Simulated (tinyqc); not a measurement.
# Schottky emission and Poole-Frenkel conduction in an insulator, and how to tell them apart: effect of temperature

Schottky emission (electrode-limited): J = As T^2 exp[-(pb - b sqrt(F))/Vt], b = sqrt(q/(4 pi eps0 ei)). Poole-Frenkel emission (bulk-limited): J = s0 F exp[-(pt - 2 b sqrt(F))/Vt]. F in V/cm.

Both formulas at the same field.

Inputs (values chosen for the exercise); dielectric values close to those of silicon nitride:
- ei = 4.15 (high-frequency relative permittivity)
- pt = 0.98 eV (trap depth)
- s0 = 1.2 S/cm (Poole-Frenkel prefactor)
- pb = 1.48 eV (electrode barrier)
- As = 24 A/(cm^2 K^2) (Richardson constant)
- F = 2.5 MV/cm (field)

Constants: q = 1.602176634e-19 C, kB = 1.380649e-23 J/K, Vt = kB T/q, eps0 = 8.8541878128e-14 F/cm where lengths are in cm. Results are converted to the units shown.

Result of one run:
```
"J, Schottky (A/cm^2)","J, Poole-Frenkel (A/cm^2)",ratio
1.7029e-17,0.079256,2.1486e-16
```

Which temperature T gave this result: 225, 260, 380 or 475 K?

T = 260 K.

The whole series:
```
T (K),"J, Schottky (A/cm^2)","J, Poole-Frenkel (A/cm^2)",ratio
225,3.3970e-21,0.0052507,6.4697e-19
260,1.7029e-17,0.079256,2.1486e-16
300,2.6263e-14,0.81179,3.2352e-14
340,7.4305e-12,4.8096,1.5449e-12
380,6.5664e-10,19.594,3.3513e-11
420,2.5214e-8,61.083,4.1277e-10
475,1.4310e-6,213.36,6.7069e-9
```

The Schottky current grows by 14.6 decades and the Poole-Frenkel current by 4.61, as their lowered barriers are 1.19 and 0.391 eV. A tunnelling current would hardly change over this range. For T = 225, 260, 300, 340, 380, 420 a Fowler-Nordheim estimate for tunnelling through pb with a mass of 0.4 m0 exceeds the Schottky current, so tunnelling, left out here, would compete.

Program tinyqc, `OMP_NUM_THREADS=1 python tinyqc.py 2370134 2370135 out.jsonl`; Intel Xeon 2.30GHz, shared host, one thread, about 0.01 s.
